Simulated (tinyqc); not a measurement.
Three-phonon processes in a diatomic chain: dispersion, energy and momentum conservation, and decay channels of optical phonons: one step, computed by the program tinyqc.

Cell length a, two atoms, one spring constant. x = q a/pi runs from -1 to 1; A and O are the acoustic and optical branches. Matrix elements are not computed: only conservation laws and occupation factors are followed.

Question. Band edges. omega^2 = k (1/m + 1/M) -/+ k sqrt((1/m + 1/M)^2 - 4 sin^2(pi x/2)/(m M)); nu = 15.6333042 THz x sqrt(omega^2) for eV/(angstrom^2 u). Acoustic top sqrt(2 k/M), optical bottom sqrt(2 k/m), optical top sqrt(2 k (1/m + 1/M)).

Inputs (values chosen for the exercise, for a model chain): light mass m = 27 u; heavy mass M = 62.6 u; spring constant k = 11 eV/angstrom^2.

Constants: nu for 1 eV/(angstrom^2 u) = 15.6333042 THz.

Give: acoustic top; optical bottom; optical top; optical top over twice the acoustic top; optical bottom over twice the acoustic top; optical width over acoustic top.

Answer.

acoustic top = 9.268 THz

optical bottom = 14.11 THz

optical top = 16.88 THz

optical top over twice the acoustic top = 0.9108

optical bottom over twice the acoustic top = 0.7613

optical width over acoustic top = 0.2990

The zone-centre optical phonon can decay into two acoustic ones: this needs M/m <= 3.
